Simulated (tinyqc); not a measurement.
# Three-phonon processes in a diatomic chain: dispersion, energy and momentum conservation, and decay channels of optical phonons, step by step

A worked calculation. Computed by tinyqc, a small Python program that keeps every step. Command: `OMP_NUM_THREADS=1 python tinyqc.py 3120369 3120370 out.jsonl threeph walk`. One thread of a shared host (Intel(R) Xeon(R) Processor @ 2.30GHz), about 0.05 s of CPU time with the checks. Intermediate numbers are printed to about 6 digits and carried at full precision; extremes and crossings named in words are read from the listed rows.

Cell length a, two atoms, one spring constant. x = q a/pi runs from -1 to 1; A and O are the acoustic and optical branches. Matrix elements are not computed: only conservation laws and occupation factors are followed.

Inputs (values chosen for the exercise, for a model chain):

| quantity | value | unit |
|---|---|---|
| light mass m | 31 | u |
| heavy mass M | 48.7 | u |
| spring constant k | 7.1 | eV/angstrom^2 |
| temperature T | 500 | K |
| wave number of the decaying phonon q a/pi | 0.22 | - |
| zero-temperature width Gamma_0 | 2.1 | 1/cm |

Constants: nu for 1 eV/(angstrom^2 u) = 15.6333042 THz; h x 1 THz = 4.135667696 meV; k_B = 8.617333262e-05 eV/K; c = 299792458 m/s.

## Band edges

omega^2 = k (1/m + 1/M) -/+ k sqrt((1/m + 1/M)^2 - 4 sin^2(pi x/2)/(m M)); nu = 15.6333042 THz x sqrt(omega^2) for eV/(angstrom^2 u). Acoustic top sqrt(2 k/M), optical bottom sqrt(2 k/m), optical top sqrt(2 k (1/m + 1/M)).

acoustic top = 8.44171 THz

optical bottom = 10.5807 THz

optical top = 13.5356 THz

optical top over twice the acoustic top = 0.801712

optical bottom over twice the acoustic top = 0.626691

optical width over acoustic top = 0.350041

The zone-centre optical phonon can decay into two acoustic ones: this needs M/m <= 3.

## Dispersion

The formulas are those given above.

Branches:

| x | nu_A (THz) | nu_O (THz) |
|---|---|---|
| 0.10 | 1.03531 | 13.4960 |
| 0.20 | 2.06326 | 13.3775 |
| 0.35 | 3.57479 | 13.0551 |
| 0.50 | 5.02522 | 12.5682 |
| 0.65 | 6.37935 | 11.9381 |
| 0.80 | 7.57087 | 11.2203 |
| 0.90 | 8.18085 | 10.7837 |
| 1.00 | 8.44171 | 10.5807 |

## Decay of the zone-centre phonon

O(0) -> A(x) + A(-x) needs nu_A(x) = nu_O(0)/2, which gives sin^2(pi x/2) = (3/16)(m + M)^2/(m M). Full width at half maximum Gamma = Gamma_0 (1 + 2 n), n = 1/(exp(h nu_A/(k_B T)) - 1); lifetime = 1/(2 pi c Gamma).

x of the products = 0.696096

their frequency = 6.76782 THz

occupation n = 1.09315

width Gamma = 6.69121 1/cm

lifetime = 0.793404 ps

## All channels at the given wave number

Processes for O(x): decay O -> A + A and O -> O + A with x = x' + x'' (mod 2), and absorption O + A -> O with x + x' = x'' (mod 2). Roots of the energy mismatch in x' are bracketed on 4001 points from -1 to 1 and refined. A process is umklapp (U) if the sum of wave numbers leaves (-1, 1]. Weight = occupation factor/|d mismatch/dx'|, the factor being 1 + n' + n'' for decay and n' - n'' for absorption. Pairs that differ only by exchanging two acoustic products count once, and the trivial root x' = 0 is left out.

nu_O(x) = 13.3444 THz

Channels:

| process | x' | x'' | nu' (THz) | nu'' (THz) | type | weight (1/THz) |
|---|---|---|---|---|---|---|
| O -> A + A | -0.580695 | 0.800695 | 5.76860 | 7.57580 | N | 0.204222 |

1 channel(s) are open, 0 of them umklapp.

## Phase space against the mass ratio

Total weight summed over channels and averaged over x = 0.05, 0.15, ..., 0.95, with m and k fixed; share of those x with an open channel.

Optical phonons:

| M/m | weight, A + A (1/THz) | weight, with O (1/THz) | share open |
|---|---|---|---|
| 1.1 | 0.398792 | 0 | 1.0 |
| 1.5 | 0.867279 | 0 | 1.0 |
| 2.0 | 0.503536 | 0 | 0.8 |
| 2.5 | 0.286075 | 0 | 0.5 |
| 2.9 | 0.220977 | 0 | 0.2 |
| 3.3 | 0.000000 | 0 | 0.0 |
| 3.7 | 0.000000 | 0 | 0.0 |
| 4.2 | 0.000000 | 0 | 0.0 |
| 6.0 | 0.000000 | 0 | 0.0 |

The A + A channel closes between M/m = 2.9 and 3.3 on this grid: energy conservation alone would allow it up to M/m = 4, where the optical bottom passes twice the acoustic top, but momentum must be conserved too. No channel with a second optical phonon opens at any ratio. A large gap that shuts such channels is one reason why crystals with very unequal masses can conduct heat well.

Checks made by the program: band edges against the dispersion (relative difference below 1e-10); frequency of the products (relative difference below 1e-10).
